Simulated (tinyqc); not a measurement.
## Core-level spacing from the offsets

Problem. For an overlayer B on a substrate A, dEv = (iB - iA) - (cB - vB) + (cA - vA) in binding energies, and dEc + dEv = EgB - EgA. Find dEv and the spacing iB - iA that a thin film must show.

Values chosen for this exercise:

| symbol | value | unit | meaning |
|---|---|---|---|
| EgA | 0.65 | eV | gap of the substrate A |
| EgB | 4.47 | eV | gap of the overlayer B |

dEc = 0.81062222 eV
cA - vA = 98.969378 eV
cB - vB = 66.79 eV

Solution. The gaps give dEv, and the Kraut relation is solved for the spacing.

dEv = 3.0094 eV
iB - iA = -29.170 eV

Computed by the program tinyqc: `OMP_NUM_THREADS=1 python tinyqc.py 2410030 2410031 out.jsonl`, one thread of a shared Intel Xeon 2.30GHz, about 0.01 s for the whole run.
